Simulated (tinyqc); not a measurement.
Diamond against structures with more neighbours: Stillinger-Weber potential for a tetrahedral semiconductor. Computed by tinyqc, a small Python program. Command: `OMP_NUM_THREADS=1 python tinyqc.py 3021923 3021924 out.jsonl swsi walk`. One thread of a shared host (Intel(R) Xeon(R) Processor @ 2.30GHz), about 0.04 s of CPU time with the checks.

With x = r/sigma: pair term eps A (B x^-4 - 1) exp(1/(x - a)); for each pair of neighbours j, k of atom i, three-body term eps lambda exp(gamma/(x_ij - a) + gamma/(x_ik - a)) (cos theta_jik + 1/3)^2; both vanish beyond x = a. A = 7.049556277, B = 0.6022245584, a = 1.8.

Inputs (values chosen for the exercise, modelled on germanium): energy scale eps = 1.828 eV; length scale sigma = 2.177 angstrom; three-body strength lambda = 30.3; gamma = 1.2.

Method. Each structure is relaxed in its neighbour distance d (lowest minimum for d between sigma and 1.7 sigma), with all neighbours inside the cut-off, second shells too where they fall inside.

Energies per atom (eV):
```
structure     first neighbours  d (angstrom)     pair  three-body    total  volume (angstrom^3)
diamond                      4        2.4436  -3.6560      0.0000  -3.6560               22.465
simple cubic                 6        2.8008  -4.3015      1.3784  -2.9231               21.971
bcc                          8        2.9910  -4.4215      1.6683  -2.7533               20.598
fcc                         12        3.1208  -4.3287      1.6912  -2.6375               21.493
```

What follows from these numbers?

The order is diamond < simple cubic < bcc < fcc, the lowest two 0.733 eV apart. Against diamond the pair energy changes by -0.65 (simple cubic), -0.77 (bcc), -0.67 (fcc) eV, while angles away from 109.47 degrees cost 1.38, 1.67, 1.69 eV; the bonds stretch to 3.12 angstrom in fcc to weaken that penalty.

Extremes, crossings and ranges named in words are read from the listed rows.
